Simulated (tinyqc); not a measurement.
Temperature: two-band k.p model of the X valleys of a zinc-blende crystal.

k along the valley axis, counted from X, c = hbar^2/2m0, e = c k^2/ml. H = [[e - D/2, i P k], [-i P k, e + D/2]] with P^2 = D0 c/ml, so E = e -/+ sqrt(D^2/4 + D0 e). For D = 0 (diamond lattice) the bands cross at X.

With x = D/D0: for x < 1 the minima lie at k_m = sqrt(ml D0 (1 - x^2)/(4 c)), the hump at X has the height dE = (D0/4)(1 - x)^2 and the mass at the minimum is ml/(1 - x^2); the mass at X is ml/(1 - 1/x), negative for x < 1. For x > 1 the minimum is at X.

Thermal masses along the axis for one X point, lower band, E from the minimum, on 1601 points from -0.8 to 0.8 1/angstrom: density-of-states mass m_d = c I^2/(pi kT), I = integral of exp(-E/kT) dk; conductivity mass m_c = 2 c kT/<(dE/dk)^2> with central differences.

Constants: hbar^2/2m0 = 3.80998211 eV angstrom^2; kB = 8.617333262e-05 eV/K.

Parameters, chosen for this exercise (out of a larger set: of the order of those of GaP; not measured data): D = 0.331 eV (splitting of the two conduction levels at X); D0 = 0.4 eV (coupling energy); ml = 0.974 m0 (mass along the axis from remote bands).

Thermal masses against T.

Results:

| T (K) | kT (meV) | m_d | m_c |
|---|---|---|---|
| 10 | 0.86 | 14.109 | 3.661 |
| 20 | 1.72 | 15.156 | 4.205 |
| 50 | 4.31 | 13.478 | 4.406 |
| 100 | 8.62 | 10.508 | 3.951 |
| 200 | 17.23 | 7.667 | 3.302 |
| 500 | 43.09 | 4.978 | 2.534 |

Give the missing row, T (K) = 300.

Computed row:
```
T (K)  kT (meV)    m_d    m_c
300       25.85  6.321  2.937
```

m_d goes from 14.109 to 4.978 and m_c goes from 3.661 to 2.534; m_d peaks in between, at 15.156 for 20 K among these rows; m_c peaks in between, at 4.406 for 50 K among these rows. The limits are 4 x 3.090 and 3.090 for kT far below dE = 2.98 meV, and ml = 0.974 for both at kT far above D0; near kT = dE the flat region between the minima can push both above the first limit. No single longitudinal mass describes such a valley, so values from cyclotron resonance, donor spectra and carrier densities differ.

Run: tinyqc, `OMP_NUM_THREADS=1 python tinyqc.py 1850864 1850865 out.jsonl`; Intel(R) Xeon(R) Processor @ 2.30GHz, one thread, shared host; about 0.01 s of CPU time with all checks.
